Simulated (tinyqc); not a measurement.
Worked calculation: exchange-only LDA atom on a uniform radial grid, spin-unpolarised, for Be(2+). Computed by tinyqc, a small Python program that keeps every step. Settings: Z = 4, points = 192, R = 7.6, functional = Slater exchange alone, mixing = 0.2, iteration cap = 67. Command: `OMP_NUM_THREADS=1 python tinyqc.py 25267 25268 out.jsonl` (the two numbers bound the seeds that draw the settings). One thread of a shared host (Intel(R) Xeon(R) Processor @ 2.60GHz), about 0.4 s of CPU time with the checks. Later iterations appear only in the table of the cycle.

## Iteration 1

Spherical atom on a uniform radial grid r_j = j h with h = R/(N + 1), h sum u^2 = 1 and integrals as h times sums, u(0) = u(R) = 0 (atomic units):
```
parameter           value
Z                       4
points N              192
R                7.600000
h                0.039378
mixing           0.200000
electrons in 1s         2
```

Three-point differences turn -u''/2 + [l(l+1)/2r^2 - Z/r + V] u = e u into a tridiagonal matrix (diagonal 1/h^2 + potential, off-diagonal -1/2h^2). D = sum f u^2; the Hartree potential y/r solves y'' = -D/r with y(0) = 0, y(R) = N_e; v_xc comes from rho = D/(4 pi r^2); E = sum f e - int D V + int D (V_H/2 + eps_xc); V(new) = V + mixing (V_H + v_xc - V).

eigenvalues (hartree): 1s -7.9510

Every 12th grid point:
```
r         V in     u(1s)         D     V_H       v_xc
0.4725  0.0000    1.1439    2.6168  3.9513    -0.9621
0.9451  0.0000    0.3482    0.2425  2.1108    -0.2743
1.4176  0.0000    0.0795    0.0126  1.4107    -0.0782
1.8902  0.0000    0.0161    0.0005  1.0581    -0.0223
2.3627  0.0000    0.0031  1.89e-05  0.8465    -0.0064
2.8352  0.0000    0.0006  6.29e-07  0.7054    -0.0018
3.3078  0.0000  9.96e-05  1.98e-08  0.6046    -0.0005
3.7803  0.0000  1.73e-05  6.01e-10  0.5291  -1.47e-04
4.2528  0.0000  2.97e-06  1.76e-11  0.4703  -4.20e-05
4.7254  0.0000  5.02e-07         0  0.4232     0.0000
5.1979  0.0000  8.40e-08         0  0.3848     0.0000
5.6705  0.0000  1.40e-08         0  0.3527     0.0000
6.1430  0.0000  2.30e-09         0  0.3256     0.0000
6.6155  0.0000  3.77e-10         0  0.3023     0.0000
7.0881  0.0000  6.03e-11         0  0.2822     0.0000
7.5606  0.0000         0         0  0.2645     0.0000
```

total energy = -13.049833 hartree

## Iteration 2

As before.

eigenvalues (hartree): 1s -7.2413

Every 12th grid point:
```
r         V in     u(1s)         D     V_H       v_xc
0.4725  0.5978    1.1494    2.6425  3.9288    -0.9652
0.9451  0.3673    0.3692    0.2726  2.1097    -0.2852
1.4176  0.2665    0.0898    0.0161  1.4107    -0.0848
1.8902  0.2072    0.0195    0.0008  1.0581    -0.0253
2.3627  0.1680    0.0040  3.20e-05  0.8465    -0.0076
2.8352  0.1407    0.0008  1.24e-06  0.7054    -0.0023
3.3078  0.1208  1.51e-04  4.56e-08  0.6046    -0.0007
3.7803  0.1058  2.84e-05  1.61e-09  0.5291  -2.05e-04
4.2528  0.0940  5.26e-06  5.54e-11  0.4703  -6.15e-05
4.7254  0.0846  9.64e-07         0  0.4232  -1.85e-05
5.1979  0.0770  1.75e-07         0  0.3848     0.0000
5.6705  0.0705  3.15e-08         0  0.3527     0.0000
6.1430  0.0651  5.63e-09         0  0.3256     0.0000
6.6155  0.0605  1.00e-09         0  0.3023     0.0000
7.0881  0.0564  1.73e-10         0  0.2822     0.0000
7.5606  0.0529         0         0  0.2645     0.0000
```

total energy = -13.105755 hartree

## Iteration 3

As before.

eigenvalues (hartree): 1s -6.6873

Every 12th grid point:
```
r         V in     u(1s)         D     V_H       v_xc
0.4725  1.0710    1.1531    2.6594  3.9094    -0.9673
0.9451  0.6588    0.3865    0.2988  2.1086    -0.2940
1.4176  0.4784    0.0990    0.0196  1.4106    -0.0905
1.8902  0.3723    0.0228    0.0010  1.0581    -0.0280
2.3627  0.3022    0.0049  4.88e-05  0.8465    -0.0087
2.8352  0.2532    0.0010  2.14e-06  0.7054    -0.0027
3.3078  0.2175  2.11e-04  8.90e-08  0.6046    -0.0009
3.7803  0.1904  4.23e-05  3.57e-09  0.5291  -2.67e-04
4.2528  0.1693  8.35e-06  1.40e-10  0.4703  -8.37e-05
4.7254  0.1524  1.63e-06         0  0.4232  -2.63e-05
5.1979  0.1385  3.16e-07         0  0.3848     0.0000
5.6705  0.1270  6.08e-08         0  0.3527     0.0000
6.1430  0.1172  1.16e-08         0  0.3256     0.0000
6.6155  0.1088  2.20e-09         0  0.3023     0.0000
7.0881  0.1016  4.06e-10         0  0.2822     0.0000
7.5606  0.0952  1.91e-11         0  0.2645     0.0000
```

total energy = -13.141854 hartree

## Convergence

Stop when input and output potentials agree to 1e-7.

Course of the cycle (hartree):
```
iteration           E    e(1s)  largest |V(out) - V(in)|
1          -13.049833  -7.9510                  4.88e+00
2          -13.105755  -7.2413                  3.80e+00
3          -13.141854  -6.6873                  2.96e+00
4          -13.164818  -6.2545                  2.30e+00
5          -13.179240  -5.9161                  1.79e+00
6          -13.188197  -5.6513                  1.39e+00
7          -13.193708  -5.4441                  1.08e+00
8          -13.197073  -5.2818                  8.35e-01
9          -13.199115  -5.1546                  6.48e-01
10         -13.200348  -5.0548                  5.02e-01
11         -13.201089  -4.9766                  3.90e-01
...               ...      ...                       ...
57         -13.202189  -4.6891                  7.23e-06
58         -13.202189  -4.6891                  5.76e-06
59         -13.202189  -4.6891                  4.59e-06
60         -13.202189  -4.6891                  3.66e-06
61         -13.202189  -4.6891                  2.91e-06
62         -13.202189  -4.6891                  2.32e-06
63         -13.202189  -4.6891                  1.85e-06
64         -13.202189  -4.6891                  1.48e-06
65         -13.202189  -4.6891                  1.18e-06
66         -13.202189  -4.6891                  9.38e-07
67         -13.202189  -4.6891                  7.48e-07
```

Not converged within 67 iterations: the residual falls steadily but slowly, by a factor of about 0.80 a step. Reruns (cap 100 unless said): mixing 0.3: converged in 48; mixing 0.6: converged in 20; the original settings with a cap of 400: converged in 76. Even converged, this uniform grid resolves the cusp poorly and misses the energy of the atom.
